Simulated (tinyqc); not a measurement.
Hueckel theory of the pi electrons, for the molecule C=Cc1c(O)cc2cccccc1-2 (SMILES; centres numbered as the heavy atoms are written), step by step. One step of it, computed by the program tinyqc.

Problem. Energy, charges, bond orders. E = sum n x; q_r = z_r - P_rr; bond order p = P_rs; free valence = sqrt(3) - sum of p over the bonds of the atom.

x values: 2.569861  2.141843  1.674190  1.427514  1.168717  0.678274  0.349934  -0.426499  -0.651151  -1.072918  -1.732503  -1.955360  -2.171901

occupations: 2.000000  2.000000  2.000000  2.000000  2.000000  2.000000  2.000000  0.000000  0.000000  0.000000  0.000000  0.000000  0.000000

charge and bond-order matrix P:
```
            1C         2C         3C         4C         5O         6C         7C         8C
1C    1.125219   0.886013  -0.140630  -0.229224   0.075957   0.104702   0.148082   0.050030
2C    0.886013   0.984589   0.444550   0.024838  -0.031465  -0.081142  -0.057506   0.013989
3C   -0.140630   0.444550   1.168001   0.567460  -0.119017  -0.137371  -0.197291  -0.083798
4C   -0.229224   0.024838   0.567460   0.978364   0.249809   0.659208  -0.039218  -0.222069
5O    0.075957  -0.031465  -0.119017   0.249809   1.936376  -0.147774  -0.017992   0.082826
6C    0.104702  -0.081142  -0.137371   0.659208  -0.147774   1.194736   0.581037  -0.018954
7C    0.148082  -0.057506  -0.197291  -0.039218  -0.017992   0.581037   1.007104   0.588305
8C    0.050030   0.013989  -0.083798  -0.222069   0.082826  -0.018954   0.588305   0.875985
9C   -0.134093   0.023738   0.162282   0.002727   0.005988  -0.214801   0.022998   0.662730
10C  -0.026292   0.014199   0.034229   0.174341  -0.068668   0.044678  -0.216410   0.125488
11C   0.148293  -0.015801  -0.198039   0.021246  -0.003852   0.172731  -0.077128  -0.242012
12C   0.010492  -0.063946  -0.008348  -0.202730   0.077961  -0.100560   0.167564  -0.169649
13C  -0.212238   0.017944   0.535336  -0.067786  -0.002409  -0.207897   0.410892   0.173071

            9C        10C        11C        12C        13C
1C   -0.134093  -0.026292   0.148293   0.010492  -0.212238
2C    0.023738   0.014199  -0.015801  -0.063946   0.017944
3C    0.162282   0.034229  -0.198039  -0.008348   0.535336
4C    0.002727   0.174341   0.021246  -0.202730  -0.067786
5O    0.005988  -0.068668  -0.003852   0.077961  -0.002409
6C   -0.214801   0.044678   0.172731  -0.100560  -0.207897
7C    0.022998  -0.216410  -0.077128   0.167564   0.410892
8C    0.662730   0.125488  -0.242012  -0.169649   0.173071
9C    0.978476   0.637128   0.032968  -0.236506  -0.076034
10C   0.637128   0.885955   0.642634   0.126583  -0.224297
11C   0.032968   0.642634   0.979570   0.654843   0.020435
12C  -0.236506   0.126583   0.654843   0.873422   0.603973
13C  -0.076034  -0.224297   0.020435   0.603973   1.012203
```

Centres:
```
centre  z_r, pi electrons of the neutral centre         h
1C                                            1  0.000000
2C                                            1  0.000000
3C                                            1  0.000000
4C                                            1  0.000000
5O                                            2  2.000000
6C                                            1  0.000000
7C                                            1  0.000000
8C                                            1  0.000000
9C                                            1  0.000000
10C                                           1  0.000000
11C                                           1  0.000000
12C                                           1  0.000000
13C                                           1  0.000000
```

Bonds:
```
i    j         k
1    2         1
2    3         1
3    4         1
4    5  0.800000
4    6         1
6    7         1
7    8         1
8    9         1
9   10         1
10  11         1
11  12         1
12  13         1
13   3         1
13   7         1
```

Give: pi energy = 14 alpha + this times beta; pi charges; Bond orders and lengths from R = 1.517 - 0.180 p; free valence of the carbons; gap between the highest filled and the next level.

Solution.

pi energy = 14 alpha + this times beta = 20.021

pi charges: 1C -0.125, 2C 0.015, 3C -0.168, 4C 0.022, 5O 0.064, 6C -0.195, 7C -0.007, 8C 0.124, 9C 0.022, 10C 0.114, 11C 0.020, 12C 0.127, 13C -0.012

Bond orders and lengths from R = 1.517 - 0.180 p (angstrom, C-C alone):
```
bond       p      R
1-2    0.886  1.358
2-3    0.445  1.437
3-4    0.567  1.415
4-5    0.250      -
4-6    0.659  1.398
6-7    0.581  1.412
7-8    0.588  1.411
8-9    0.663  1.398
9-10   0.637  1.402
10-11  0.643  1.401
11-12  0.655  1.399
12-13  0.604  1.408
13-3   0.535  1.421
13-7   0.411  1.443
```

free valence of the carbons: 1C 0.846, 2C 0.401, 3C 0.185, 4C 0.256, 6C 0.492, 7C 0.152, 8C 0.481, 9C 0.432, 10C 0.452, 11C 0.435, 12C 0.473, 13C 0.182

gap between the highest filled and the next level = 0.776 |beta|
